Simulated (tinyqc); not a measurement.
The time step: Cahn-Hilliard equation on a periodic one-dimensional grid. Computed by tinyqc, a small Python program. Command: `OMP_NUM_THREADS=1 python tinyqc.py 3006776 3006777 out.jsonl cahn sweep`. One thread of a shared host (Intel(R) Xeon(R) Processor @ 2.30GHz), about 0.4 s of CPU time with the checks.

Free energy F = h sum_j [A (c_j^2 - 1)^2/4 + (kappa/2) ((c_(j+1) - c_j)/h)^2]; dc/dt = Lap(mu), mu = A (c^3 - c) - kappa Lap(c), Lap(y)_j = (y_(j+1) - 2 y_j + y_(j-1))/h^2, mobility 1; the grid has n = 12 points.

Inputs (values chosen for the exercise, in reduced units):

| quantity | value | unit |
|---|---|---|
| spacing h | 0.97 | - |
| well depth A | 1.2 | - |
| gradient coefficient kappa | 1.3 | - |
| mean composition c0 | 0.22 | - |
| noise amplitude | 0.1 | - |
| end time | 100 | - |

Scheme: semi-implicit Fourier.

random numbers: -0.933  0.611  -0.628  0.391  -0.645  0.590  0.304  0.276  0.636  -0.721  0.091  -0.741

Method:
- f'' = A (3 c0^2 - 1). Mode m has lambda_m = (4/h^2) sin^2(pi m/n) and the rate w_m = -lambda_m (f'' + kappa lambda_m). In the continuum the fastest wavelength is 2 pi sqrt(2 kappa/|f''|) with the rate f''^2/(4 kappa). Explicit steps near c = +-1, where f'' = 2A, are stable for dt < 2/(16 kappa/h^4 + 8 A/h^2).
- Start: c_j = c0 + amplitude x (z_j - mean of z).
- With Fourier components y_m = sum_j y_j exp(-2 pi i j m/n): c_m(new) = [c_m - dt lambda_m N_m]/(1 + dt kappa lambda_m^2), N = A (c^3 - c), lambda_m = (4/h^2) sin^2(pi m/n).
- Run to the end time; break off if |c| exceeds 3 or F has risen by more than 1e-9 in more than 30 steps. Domains = stretches with c > c0.

One run for each value:

| time step dt | F at the end | F after one step | explicit limit of dt |
|---|---|---|---|
| 0.023 | 2.2846 | 3.1909 | 0.059351 |
| 0.038 | 2.2846 | 3.1837 | 0.059351 |
| 0.061 | 2.2846 | 3.1774 | 0.059351 |
| 0.099 | 2.2846 | 3.1722 | 0.059351 |
| 0.160 | 2.2846 | 3.1683 | 0.059351 |
| 0.260 | 2.2846 | 3.1657 | 0.059351 |
| 0.420 | 2.2846 | 3.1640 | 0.059351 |

Over the rows, F at the end rises from 2.284607 to 2.284627; F after one step falls from 3.191 to 3.164 (exponent d ln y / d ln x -0.0045 between the first rows and -0.0012 between the last); explicit limit of dt does not change. Against the smallest step the final F differs by at most 9.0e-4 %: the implicit fourth-order term lets dt pass the explicit limit.

Extremes, crossings and ranges named in words are read from the listed rows.
